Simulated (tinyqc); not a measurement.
Changing the transport mass m: inversion-layer mobility, back-scattering and ballistic limit of a field-effect transistor. Computed by tinyqc, a small Python program. Command: `OMP_NUM_THREADS=1 python tinyqc.py 3016252 3016253 out.jsonl mos sweep`. One thread of a shared host (Intel(R) Xeon(R) Processor @ 2.30GHz), about 0.02 s of CPU time with the checks.

The charge at the top of the source barrier is fixed by the gate; series resistance and short-channel effects are left out. F_j are Fermi integrals normalised to exp(eta) in the classical limit.

Inputs (values chosen for the exercise, modelled on a 4H-SiC n-channel):
```
quantity                                       value        unit
valley degeneracy g_v                              3           -
weight w of the inversion charge                 0.5           -
permittivity eps                                 9.7           -
phonon mobility at 1 MV/cm and 300 K, mu_ph       99  cm^2/(V s)
roughness mobility at 1 MV/cm, mu_sr              51  cm^2/(V s)
Coulomb mobility at N_inv = 1e12/cm^2, mu_C       39  cm^2/(V s)
electrical oxide thickness t_inv                 1.8          nm
depletion charge N_dep                       1.2e+11      1/cm^2
gate overdrive V_G - V_T                        0.62           V
drain voltage V_D                               0.89           V
channel length L                                  11          nm
exponent a of the critical length               0.58           -
temperature T                                     77           K
```

Statistics at the top of the barrier: Fermi-Dirac.

Constants: eps_0 = 8.8541878128e-12 F/m; e = 1.602176634e-19 C; m_0 = 9.1093837015e-31 kg; k_B = 1.380649e-23 J/K; hbar = 1.054571817e-34 J s; k_B = 8.617333262e-05 eV/K.

Method:
- N_inv = 3.9 eps_0 (V_G - V_T)/(e t_inv); effective field E_eff = e (N_dep + w N_inv)/(eps eps_0).
- mu_phonon = mu_ph (E_eff/1 MV/cm)^(-0.3) (T/300 K)^(-1.75); mu_rough = mu_sr (E_eff/1 MV/cm)^(-2); mu_Coulomb = mu_C (N_inv/1e12 cm^-2) (T/300 K); Matthiessen's rule adds 1/mu.
- F_j(eta) = (1/Gamma(j + 1)) int_0^infinity x^j/(1 + exp(x - eta)) dx, F_0 = ln(1 + exp(eta)). Integrals over x = E/(k_B T) use 160 Gauss-Legendre points in u = sqrt(x) from 0 to sqrt(max(eta, 0) + 32).
- Ballistic channel: N_2D = g_v m k_B T/(pi hbar^2), U = e V_D/(k_B T); eta_F solves N_inv = (N_2D/2)[F_0(eta_F) + F_0(eta_F - U)]; v_T = sqrt(2 k_B T/(pi m)); I/W = e (N_2D/2) v_T [F_1/2(eta_F) - F_1/2(eta_F - U)]; injection velocity v_T F_1/2(eta_F)/F_0(eta_F).
- Mean free path lambda = (2 k_B T/e)(mu/v_T) F_0(eta_0)/F_-1/2(eta_0), with eta_0 from N_inv = N_2D F_0(eta_0); critical length l = L (1 + U)^(-a), an empirical rule; back-scattering r = l/(l + lambda). Then eta solves N_inv = (N_2D/2)[(1 + r) F_0(eta) + (1 - r) F_0(eta - U)] and I/W = e (N_2D/2) v_T (1 - r)[F_1/2(eta) - F_1/2(eta - U)].
- Ballistic ratio: I over the ballistic current. Apparent mobility 1/(1/mu + 1/mu_B), mu_B = mu L/lambda.

One run for each value; columns: (1) transport mass m (m_0); (2) injection velocity (1e7 cm/s); (3) ballistic current I/W (microampere/micrometre); (4) eta_F; (5) ballistic ratio:
```
(1)       (2)    (3)     (4)      (5)
0.030  9.1361  10867  59.518  0.50250
0.044  6.2317   7412  40.580  0.50277
0.063  4.3557   5181  28.342  0.50330
0.092  2.9879   3554  19.408  0.50450
0.130  2.1214   2523  13.735  0.50690
0.200  1.3914   1655   8.928  0.51406
0.280  1.0086   1200   6.375  0.52563
0.410  0.7113    846   4.342  0.54722
0.600  0.5140    611   2.924  0.57714
```

Over the rows, injection velocity (1e7 cm/s) falls from 9.14 to 0.514 (exponent d ln y / d ln x -1.00 between the first rows and -0.85 between the last); ballistic current I/W (microampere/micrometre) falls from 10900 to 611 (exponent d ln y / d ln x -1.00 between the first rows and -0.85 between the last); eta_F falls from 59.5 to 2.92 (exponent d ln y / d ln x about -1.0 throughout). At the low end the exponent of injection velocity is -1.00, close to -1: a Fermi velocity at fixed density. N_inv and mu are held fixed; in a real device a light mass also lowers the gate capacitance.

Caution (rows 0.0300, 0.0440, 0.0630, 0.0920): the Fermi level lies so high that further subbands and non-parabolicity matter. Caution (rows 0.0300, 0.0440, 0.0630, 0.0920): the current exceeds the long-channel drift law, so the empirical rule for l, meant for short channels, is too generous here. Caution (rows 0.0300, 0.0440, 0.0630, 0.0920, 0.130, 0.200, 0.280): in a degenerate gas the layer that can return carriers is set by E_F rather than k_B T, so l is underestimated.
